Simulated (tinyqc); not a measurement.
# Access strength from the read disturbance

Inverse problem. Transistor (EKV form, voltages against the body): I = 2 n b Vt^2 [F(vp - Vs) - F(vp - Vd)] from drain to source, F(v) = ln^2(1 + exp(v/(2 Vt))), vp = (Vg - VT + sg |Vd - Vs|)/n. n-channel bodies are at 0; for the p-channel device all voltages are counted down from Vdd. b in uA/V^2 gives I in uA. In an SRAM read the low node Q obeys In(gate QB, drain Q) = Ip(gate QB, drain Q) + Ia, where the access transistor (threshold VTn) has its gate and drain at Vdd and its source at Q. Find Ia, ba and the cell ratio bn/ba.

Inputs (values chosen for the exercise):
```
symbol,value,unit,meaning
T,250,K,temperature
Vdd,0.8,V,supply voltage
n,1.14,,slope factor
sg,0.077,,drain-induced barrier lowering
VTn,0.43,V,n-channel threshold
VTp,0.3,V,p-channel threshold (magnitude)
bn,190,uA/V^2,gain factor of the pull-down transistor
bp,100,uA/V^2,gain factor of the pull-up transistor
```

Constants: q = 1.602176634e-19 C, kB = 1.380649e-23 J/K, Vt = kB T/q. Results are converted to the units shown.

Q and QB in the read (V): [0.11743241, 0.79999981]

Answer. The node equation gives Ia, which is proportional to ba.

Ia = 6.952 uA
ba = 190.0 uA/V^2
cell ratio = 1.000

tinyqc, about 0.2 s, one thread, Intel Xeon 2.30GHz (shared host): `OMP_NUM_THREADS=1 python tinyqc.py 2340115 2340116 out.jsonl`
